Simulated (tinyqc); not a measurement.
What moves the results: thin (001) film in sp3s* tight binding with raised dangling bonds. A value that a table varies takes the place of the one given here.

Planes alternate anion (a), cation (c) along [001], a/4 apart, starting with an anion; zero in-plane momentum; levels counted from the bulk Ev, the lower root of [[Epa, Vxx], [Vxx, Epc]]; no spin-orbit coupling. Block of s, pz, s*: from an anion to the cation above, Vss/2 (s,s), Vsapc/2 (s,z), -Vscpa/2 (z,s), Vxx/2 (z,z), Vxapc/2 (s*,z), -Vpaxc/2 (z,s*); to the cation below the same with the s-z and s*-z signs reversed. Block of u = (px + py)/sqrt2 and v = (px - py)/sqrt2: to the cation above (Vxx + Vxy)/2 for u and (Vxx - Vxy)/2 for v, to the cation below the reverse. Each surface atom has two dangling sp3 hybrids; raising both by dl adds (dl/2) [[1, t], [t, 1]] to its s, pz levels (t = -1 at the bottom face, +1 at the top) and dl to the one of u, v in whose plane the missing bonds lie (v for a bottom anion or a top cation, u for a top anion).

Parameters, chosen for this exercise (near a published set for InAs, fitted to gaps, whose masses and valley positions are rough; the results hold for these values, not for the real material):
```
symbol  value                                                                                          unit      meaning
p       (-9.541, 0.91, -2.715, 3.706, 7.382, 6.715, -5.594, 1.837, 4.475, 3.024, 5.431, 3.385, 3.915)  eV        order Esa, Epa, Esc, Epc, Exa, Exc, Vss, Vxx, Vxy, Vsapc, Vscpa, Vxapc, Vpaxc
Nw      30                                                                                                       planes in the thicker film
a       6.056                                                                                          angstrom  lattice constant
dp      30                                                                                             eV        value of dl for the passivated films
Ns      (7, 10, 13, 18, 22, 35, 42, 69)                                                                          numbers of planes
```

## States in the gap of a film

edges (eV): Gamma 0.42543, Delta 2.24969

Levels between 0 and the lower bulk edge, the largest weight on the two outer planes of both faces among them, and the nearest levels outside, for several shifts dl.

Film of Nw planes:
```
dl (eV),levels in the gap,at (eV),surface weight,next above (eV),next below (eV)
0,1,0.331,0.24,0.8445,-0.0316
1,0,-,-,0.4405,-0.0197
2,1,0.085,0.20,0.5219,-0.0316
3,1,0.186,0.20,0.5856,-0.0316
5,1,0.336,0.17,0.6843,-0.0316
10,0,-,-,0.4648,-0.0316
30,0,-,-,0.5311,-0.0316
100,0,-,-,0.5503,-0.0316
```

Can the levels of the bare film be read as confined subbands?

No: with bare surfaces (dl = 0) 1 level lies in the bulk gap, with up to 24 % of the weight on the four outer planes, two a face, where an even spread gives 13 %: a state drawn out of a band edge by the surface, no confined subband, which would lie outside the bulk gap. The reruns show the bulk gap clear from dl = 10 eV on, and at dl = 30 eV the next level above lies -19.1 meV from its value at 100 eV. At dl = 1 and 10 eV the next level above is more than 20 meV from its value at 100 eV, so the surface still acts on it. It is also clear at dl = 1 eV, between two surface states passing through.

## Gap against thickness

Passivated films (finite dp, so levels can still be some meV from their limit), thickness N a/4. Highest level below mid-gap (either block) and the two lowest above it. The exponents are -d ln(shift)/d ln N between the sixth and the last film, for the valence level and for the lowest conduction level.

Levels (eV):
```
N,thickness (angstrom),Ev1,Ec1,Ec2,gap
7,10.60,-0.3876,0.8510,2.1739,1.2386
10,15.14,-0.1912,0.7741,1.7951,0.9654
13,19.68,-0.1468,0.6465,1.5087,0.7933
18,27.25,-0.0762,0.6127,1.2303,0.6889
22,33.31,-0.0543,0.5756,1.0780,0.6300
35,52.99,-0.0253,0.4996,0.7917,0.5249
42,63.59,-0.0172,0.4965,0.7332,0.5136
69,104.47,-0.0070,0.4582,0.5758,0.4652
```

exponents: valence 1.90, conduction 1.20

How do the results move?

The gap is 1.239 eV at 10.6 angstrom and 0.465 eV at 104.5, against 0.425 eV in the bulk along this line. At 18 planes the conduction side gives 187 meV of the widening and the valence side 76 meV. A hard-walled parabolic band has exponent 2; departures come from the offset between N a/4 and the effective width, from non-parabolicity and from the termination (odd and even N end differently: in the direction of the bond rows at the two faces and, in a compound, in the kind of atom), which also makes single steps in N uneven. Ec1 is the Gamma subband.

## What each change does

A film of Nw planes with shift dp: highest level below mid-gap (half the lower bulk edge) and the two lowest above. Each row changes one parameter from the base and keeps the others.

Results:
```
case,Ev1 (eV),Ec1 (eV),Ec2 (eV)
base,-0.0316,0.5311,0.8868
Nw = 31,-0.0317,0.5106,0.8498
dp = 60 eV,-0.0316,0.5450,0.9046
```

What can be read from the table?

The largest shifts from the base row, up to three for each result and ties (the steps differ in size, so this ranks the rows, not the parameters). Ev1 (eV): Nw -0.0001; unchanged at the printed digits by dp. Ec1 (eV): Nw -0.0206, dp +0.0138. Ec2 (eV): Nw -0.0370, dp +0.0178. An odd change of Nw also changes which atoms end the film, so levels need not move as thickness alone would move them; the row for dp shows how far the passivation is from converged.

Program tinyqc; command `OMP_NUM_THREADS=1 python tinyqc.py 1450291 1450292 out.jsonl`; about 0.4 s on one thread of a shared Intel(R) Xeon(R) Processor @ 2.30GHz.
